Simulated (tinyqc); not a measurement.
Octagonal on-chip spiral inductor, lumped pi model: effect of the oxide below the coil.

Outer diameter do = di + 2 n wd + 2 (n - 1) sp, mean da = (do + di)/2, fill p = (do - di)/(do + di), length l = 3.314 n da. L = 2.25 mu0 n^2 da/(1 + 3.55 p), mu0 = 4 pi 1e-7 H/m. Rs = rho l/(wd delta (1 - exp(-th/delta))), delta = sqrt(rho/(pi f mu0)). Cs = n wd^2 eps0 eo/hu across the coil. At each end Cox = l wd eps0 eo/(2 ho) leads to the substrate branch Rsi = 2 rs he/(l wd) in parallel with Csi = l wd eps0 11.7/(2 he). With one end grounded Y = 1/(Rs + i w L) + i w Cs + 1/[1/(i w Cox) + 1/(1/Rsi + i w Csi)], w = 2 pi f; Q = -Im Y/Re Y. Eddy currents in neighbouring turns and in the substrate are left out.

Peak Q and its frequency from a search over f; self-resonance where Im Y = 0; Q at the given f (negative beyond resonance).

Values chosen for this exercise; values of the order met in silicon radio-frequency processes:
```
symbol  value     unit                                     meaning
n         5.5                                      number of turns
wd         10       um                                  line width
sp          3       um                         space between turns
di         80       um                              inner diameter
th          2       um                             metal thickness
rho         3  uohm cm                           metal resistivity
hu        0.8       um            oxide between coil and underpass
eo        3.9                   relative permittivity of the oxide
rs         20   ohm cm                       substrate resistivity
he         30       um  effective spreading depth in the substrate
f         6.4      GHz                                   frequency
```

Constants: eps0 = 8.8541878128e-12 F/m. Results are converted to the units shown.

The same in every row: L (nH) = 4.816; do (um) = 217.0.

Results:

| ho (um) | peak Q | f of the peak (GHz) | self-resonance (GHz) | Q at f |
|---|---|---|---|---|
| 1 | 4.558 | 1.504 | 8.730 | 1.102 |
| 2 | 5.319 | 1.629 | 8.878 | 1.338 |
| 3 | 6.011 | 1.810 | 9.052 | 1.633 |
| 5 | 7.143 | 2.167 | 9.422 | 2.363 |
| 10 | 9.123 | 2.898 | 10.25 | 4.627 |
| 15 | 10.49 | 3.467 | 10.89 | 6.917 |

Estimate the missing row, ho = 7 um.

Computed row:

| ho (um) | peak Q | f of the peak (GHz) | self-resonance (GHz) | Q at f |
|---|---|---|---|---|
| 7 | 8.043 | 2.485 | 9.778 | 3.224 |

With this row back in the table: As ho goes from 1 to 15, L stays at 4.82 nH, the peak Q rises from 4.56 to 10.5, its frequency rises from 1.50 to 3.47 GHz and the self-resonance rises from 8.73 to 10.9 GHz.

tinyqc, about 0.01 s, one thread, Intel Xeon 2.30GHz (shared host): `OMP_NUM_THREADS=1 python tinyqc.py 2302086 2302087 out.jsonl`
